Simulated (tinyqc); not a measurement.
Errors against cell size: correction of a charged-defect supercell by a model charge and potential alignment (plane-averaged potentials). Computed by tinyqc, a small Python program. Command: `OMP_NUM_THREADS=1 python tinyqc.py 3111491 3111492 out.jsonl align walk`. One thread of a shared host (Intel(R) Xeon(R) Processor @ 2.30GHz), about 0.01 s of CPU time with the checks.

The "true" defect charge is (1 - x) q in a Gaussian of width sigma plus x q in one of width sigma_t, so the exact answer is known; the correction sees only a single model Gaussian of width sigma_m. A Gaussian of width s has the transform rho(G) = exp(-G^2 s^2/2), normalised to 1. A uniform background cancels q, so G = 0 is left out. Potentials are those felt by a unit positive charge. E_0 is the formation energy of the isolated defect, E_cell its value in the supercell, E_lat = E_iso - E_per of the model charge, C the true less the model potential far from the defect; the exact correction is E_0 - E_cell, and the error of a scheme is E_cell plus its correction less E_0.

Inputs (values chosen for the exercise, with screening close to that of silicon):
```
quantity,value,unit
defect charge q,-2,e
dielectric constant eps,12.1,-
edge of the cubic cell L,16.1,angstrom
width sigma of the true defect charge,1.5,angstrom
width sigma_m of the model charge,1.1,angstrom
share x of the charge in a wide tail,0.28,-
width sigma_t of the tail,2.7,angstrom
```

Constants: e^2/(4 pi eps_0) = 14.39964548 eV angstrom.

Method:
- Periodic energy E_per = (2 pi q^2/(eps L^3)) (e^2/(4 pi eps_0)) sum_(G != 0) rho(G)^2/G^2, G = (2 pi/L)(n1, n2, n3), |n_i| <= 16. Isolated energy: two Gaussians of charges q_a, q_b and widths a, b interact by q_a q_b (e^2/(4 pi eps_0 eps)) sqrt(2/pi)/sqrt(a^2 + b^2), and the self-energy is half the sum over pairs.
- Plane-averaged potential at distance z from the defect: V(z) = (4 pi q/(eps L^3)) (e^2/(4 pi eps_0 e)) sum_(m != 0) rho(G_m) cos(G_m z)/G_m^2, G_m = 2 pi m/L, |m| <= 40.
- Schemes: none; point-charge term alpha q^2 e^2/(4 pi eps_0 eps 2 L), alpha = 2.837297; E_lat of the model; E_lat - q C with C at z = L/2.

Error against E_0 (meV):
```
L (angstrom),none,point charge,model charge,model and alignment
11.3,-522.16,75.453,50.371,4.2571
13.7,-450.37,42.555,28.481,0.8298
16.1,-393.21,26.237,17.566,0.1405
19.3,-334.67,15.232,10.198,0.0105
```

Between the last two rows the uncorrected error scales as L^-0.89 and the point-charge remainder as L^-3.00. With alignment the error is +4.3 meV in the smallest cell and +0.01 meV in the largest.

Extremes, crossings and ranges named in words are read from the listed rows.
